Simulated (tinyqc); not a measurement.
RKS/B3LYP (VWN-RPA form) in the sto-6g basis, for H3+, spin multiplicity 1, step by step. One step of it, computed by the program tinyqc.

Question. Iteration 1: building the Kohn-Sham matrix. J_ij = sum D_kl (ij|kl), K_ij = sum D_kl (ik|jl); F = H + J - 0.1 K + V_xc; E = tr D H + tr D J / 2 - 0.05 tr D K + E_xc + E_nn.

D at the start:
```
,1H 1s,2H 1s,3H 1s
1H 1s,0.422132,0.422433,0.422365
2H 1s,0.422433,0.422733,0.422665
3H 1s,0.422365,0.422665,0.422597
```

core Hamiltonian H = T + V (hartree):
```
,1H 1s,2H 1s,3H 1s
1H 1s,-1.213692,-0.487461,-0.487384
2H 1s,-0.487461,-1.213818,-0.487723
3H 1s,-0.487384,-0.487723,-1.213790
```

Two-electron integrals (ij|kl) in chemists' order, unique and non-zero (hartree):
```
i,j,k,l,(ij|kl)
1,1,1,1,0.774999
2,1,1,1,0.158598
2,1,2,1,0.048266
2,2,1,1,0.363726
2,2,2,1,0.158598
2,2,2,2,0.774999
3,1,1,1,0.158568
3,1,2,1,0.041124
3,1,2,2,0.113406
3,1,3,1,0.048250
3,2,1,1,0.113460
3,2,2,1,0.041151
3,2,2,2,0.158703
3,2,3,1,0.041145
3,2,3,2,0.048323
3,3,1,1,0.363700
3,3,2,1,0.113419
3,3,2,2,0.363813
3,3,3,1,0.158568
3,3,3,2,0.158703
3,3,3,3,0.774999
```

nuclear repulsion = 1.12041907 hartree

V_xc (hartree):
```
,1H 1s,2H 1s,3H 1s
1H 1s,-0.316051,-0.082345,-0.082330
2H 1s,-0.082345,-0.316158,-0.082405
3H 1s,-0.082330,-0.082405,-0.316144
```

E_xc = sum of w rho eps_xc = -0.47914551 hartree

Give: Coulomb J; exchange K; Kohn-Sham matrix F; total energy of this density.

Answer.

Coulomb J (hartree):
```
,1H 1s,2H 1s,3H 1s
1H 1s,0.9985,0.2922,0.2922
2H 1s,0.2922,0.9989,0.2924
3H 1s,0.2922,0.2924,0.9988
```

exchange K (hartree):
```
,1H 1s,2H 1s,3H 1s
1H 1s,0.6707,0.4560,0.4560
2H 1s,0.4560,0.6713,0.4563
3H 1s,0.4560,0.4563,0.6712
```

Kohn-Sham matrix F (hartree):
```
,1H 1s,2H 1s,3H 1s
1H 1s,-0.5983,-0.3232,-0.3231
2H 1s,-0.3232,-0.5983,-0.3233
3H 1s,-0.3231,-0.3233,-0.5983
```

total energy of this density = -1.229949 hartree
